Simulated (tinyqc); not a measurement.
Worked calculation: empirical pseudopotential in a few plane waves. One step of it, computed by the program tinyqc.

Problem. Bloch Hamiltonian at G. Basis: the 15 shortest G (labels in 2 pi/a), the same at every k. H(G,G') = c |k + G|^2 delta + VS(|G-G'|^2) cos((G-G').tau) + i VA sin((G-G').tau), tau = a/8 (1,1,1); 1 Ry = 13.605693 eV.

Parameters chosen for this model: fcc lattice, atoms at +/- a/8 (1,1,1); form factors in rydberg at |G|^2 in units of (2 pi/a)^2:
```
parameter                 value      unit
a                      5.890000  angstrom
VS(3)                 -0.222000        Ry
VS(8)                  0.022000        Ry
VS(11)                 0.035000        Ry
VA(3)                         0        Ry
VA(4)                         0        Ry
VA(11)                        0        Ry
hbar^2/2m (2 pi/a)^2   4.335629        eV
```

k point G (2 pi / a): [0, 0, 0]

Give: H(k) at G.

Solution.

H(k) at G (eV):
```
        +0+0+0  -1-1-1  -1-1+1  -1+1-1  -1+1+1  +1-1-1  +1-1+1  +1+1-1
+0+0+0   0.000   2.136  -2.136  -2.136  -2.136  -2.136  -2.136  -2.136
-1-1-1   2.136  13.007   0.000   0.000  -0.299   0.000  -0.299  -0.299
-1-1+1  -2.136   0.000  13.007   0.299   0.000   0.299   0.000   0.000
-1+1-1  -2.136   0.000   0.299  13.007   0.000   0.299   0.000   0.000
-1+1+1  -2.136  -0.299   0.000   0.000  13.007   0.000   0.299   0.299
+1-1-1  -2.136   0.000   0.299   0.299   0.000  13.007   0.000   0.000
+1-1+1  -2.136  -0.299   0.000   0.000   0.299   0.000  13.007   0.299
+1+1-1  -2.136  -0.299   0.000   0.000   0.299   0.000   0.299  13.007
+1+1+1   2.136   0.000  -0.299  -0.299   0.000  -0.299   0.000   0.000
-2+0+0   0.000  -2.136  -2.136  -2.136   2.136   0.337  -0.337  -0.337
+0-2+0   0.000  -2.136  -2.136   0.337  -0.337  -2.136   2.136  -0.337
+0+0-2   0.000  -2.136   0.337  -2.136  -0.337  -2.136  -0.337   2.136
+0+0+2   0.000  -0.337   2.136  -0.337  -2.136  -0.337  -2.136   0.337
+0+2+0   0.000  -0.337  -0.337   2.136  -2.136  -0.337   0.337  -2.136
+2+0+0   0.000  -0.337  -0.337  -0.337   0.337   2.136  -2.136  -2.136

        +1+1+1  -2+0+0  +0-2+0  +0+0-2  +0+0+2  +0+2+0  +2+0+0
+0+0+0   2.136   0.000   0.000   0.000   0.000   0.000   0.000
-1-1-1   0.000  -2.136  -2.136  -2.136  -0.337  -0.337  -0.337
-1-1+1  -0.299  -2.136  -2.136   0.337   2.136  -0.337  -0.337
-1+1-1  -0.299  -2.136   0.337  -2.136  -0.337   2.136  -0.337
-1+1+1   0.000   2.136  -0.337  -0.337  -2.136  -2.136   0.337
+1-1-1  -0.299   0.337  -2.136  -2.136  -0.337  -0.337   2.136
+1-1+1   0.000  -0.337   2.136  -0.337  -2.136   0.337  -2.136
+1+1-1   0.000  -0.337  -0.337   2.136   0.337  -2.136  -2.136
+1+1+1  13.007  -0.337  -0.337  -0.337  -2.136  -2.136  -2.136
-2+0+0  -0.337  17.343   0.299   0.299  -0.299  -0.299   0.000
+0-2+0  -0.337   0.299  17.343   0.299  -0.299   0.000  -0.299
+0+0-2  -0.337   0.299   0.299  17.343   0.000  -0.299  -0.299
+0+0+2  -2.136  -0.299  -0.299   0.000  17.343   0.299   0.299
+0+2+0  -2.136  -0.299   0.000  -0.299   0.299  17.343   0.299
+2+0+0  -2.136   0.000  -0.299  -0.299   0.299   0.299  17.343
```
